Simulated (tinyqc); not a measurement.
Free and trapped electrons in a MOS channel with a dense trap tail: free and trapped charge against gate voltage.

p-type body, charge-sheet picture, full ionisation (an idealisation for deep acceptors), Boltzmann statistics for free electrons. e = Ec - EF at the surface. Acceptor-like traps of density D(E) = D0 + De exp(-E/Ew) at depth E below Ec, from 0 to Eu, hold n_t = integral of D(E)/(1 + exp((e - E)/Vt)). psi = Eg - Vt ln(Nv/Na) - e; N_dep = sqrt(2 eps0 eps_r Na (psi - Vt)/q); n_f = sqrt(N_dep^2 + 2 eps0 eps_r Vt Nc exp(-e/Vt)/q) - N_dep; Vg = Vfb + psi + q (N_dep + n_t + n_f)/Cox, Cox = eps0 eox/tox.

Free share n_f/(n_f + n_t); swing ln 10 n_f/(dn_f/dVg); field-effect mobility mf q (dn_f/dVg)/Cox, for a constant mf; oxide field q (N_dep + n_t + n_f)/(eps0 eox).

Values chosen for this exercise; band and dielectric values close to those of 4H silicon carbide:
```
symbol    value         unit                                             meaning
T           250            K                                         temperature
Eg         3.26           eV                                            band gap
eps_r       9.6                                            relative permittivity
Nc      1.29e19        cm^-3              conduction-band density of states at T
Nv      1.87e19        cm^-3                 valence-band density of states at T
eox         3.9                           relative permittivity of the insulator
tox          29           nm                                 insulator thickness
Na       3.6e15        cm^-3                                    acceptor density
Vfb       -2.31            V            flat-band voltage without trapped charge
D0       1.4e11  cm^-2 eV^-1  constant background density of acceptor-like traps
De       5.7e13  cm^-2 eV^-1          density of the tail at the conduction edge
Ew         0.06           eV                            decay energy of the tail
Eu          0.9           eV        depth below Ec down to which the traps reach
mf          190   cm^2/(V s)                          mobility of free electrons
```

Constants: q = 1.602176634e-19 C, kB = 1.380649e-23 J/K, Vt = kB T/q, eps0 = 8.8541878128e-14 F/cm where lengths are in cm. Results are converted to the units shown.

Free and trapped charge against gate voltage:
columns A: Vg (V); B: e (eV); C: n_f (cm^-2); D: n_t (cm^-2); E: free share (%); F: swing (mV/decade); G: field-effect mobility (cm^2/(V s)); H: oxide field (MV/cm)
```
A           B         C         D         E      F         G       H
1      0.3304   1.001e6  9.710e10  0.001031  82.53  0.007140  0.1947
1.7    0.1479   4.594e9  4.665e11    0.9753  479.7     5.638  0.3732
2.4   0.09915  4.145e10  9.109e11     4.353   1098     22.22  0.5977
3.1   0.07256  1.267e11  1.325e12     8.732   1880     39.68  0.8300
3.8   0.05410  2.564e11  1.700e12     13.10   2758     54.73   1.065
4.6   0.03770  4.528e11  2.085e12     17.84   3766     70.78   1.335
5.3   0.02563  6.664e11  2.382e12     21.86   4592     85.42   1.572
6     0.01489  9.217e11  2.639e12     25.89   5361     101.2   1.810
6.7  0.005121  1.221e12  2.852e12     29.98   6111     117.6   2.048
```

n_f reaches 1e11 cm^-2 at Vg = 2.92 V, against 1.28 V without traps. The free share rises from 0.00103 to 30.0 % and the field-effect mobility rises from 0.00714 to 118 cm^2/(V s), although mf = 190 is constant: in the last row 61.9 % of Cox dVg goes into free electrons. The swing in the first row is 82.5 mV a decade (Vt ln 10 = 49.6). For Vg = 4.6, 5.3, 6, 6.7 EF lies less than 2 Vt below the band edge, or above it, where degeneracy and confinement, left out, matter.

Computed by the program tinyqc: `OMP_NUM_THREADS=1 python tinyqc.py 2222091 2222092 out.jsonl`, one thread of a shared Intel Xeon 2.30GHz, about 0.02 s for the whole run.
